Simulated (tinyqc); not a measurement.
Out-diffusion of a doped substrate or buried layer into a growing epitaxial film: one step, computed by the program tinyqc. Command: `OMP_NUM_THREADS=1 python tinyqc.py 3016873 3016874 out.jsonl buried walk`. One thread of a shared host (Intel(R) Xeon(R) Processor @ 2.30GHz), about 0.01 s of CPU time with the checks.

x is counted from the original substrate surface into the film, whose surface moves as x = v t. Substrate dopant has one diffusivity; the dopant of the film is taken as uniform.

Problem. Transition width. After growth and the later budget: l2 = 2 sqrt(D t + (Dt)2); C(x) = (C_s/2) erfc(x/l2) + share x C_s exp(-x/decay length) for x > 0 (autodoping taken as unchanged by the later budget). The transition x_t solves C(x) = C_e, the metallurgical junction. Usable film = d - x_t. Also give x_t for the erfc term alone, after growth and after the later budget.

Inputs (values chosen for the exercise, modelled on arsenic in silicon): substrate concentration C_s = 4.3e+18 1/cm^3; film doping C_e = 4.2e+14 1/cm^3; film thickness d = 2 um; growth temperature T = 1000 C; autodoping level at the start, as a share of C_s = 2e-05; decay length of autodoping = 0.32 um; later thermal budget (Dt)2 = 4.5e-12 cm^2.

Film doping: opposite type.

length l = 0.02162141 um

Give: length l2; x_t after growth, erfc alone; x_t after the later budget, erfc alone; x_t with autodoping; usable film.

Solution.

length l2 = 0.04762 um

x_t after growth, erfc alone = 0.05695 um

x_t after the later budget, erfc alone = 0.1254 um

x_t with autodoping = 0.1267 um

usable film = 1.873 um

Solid-state diffusion sets the transition. The later budget is 3.9 times that of the growth.
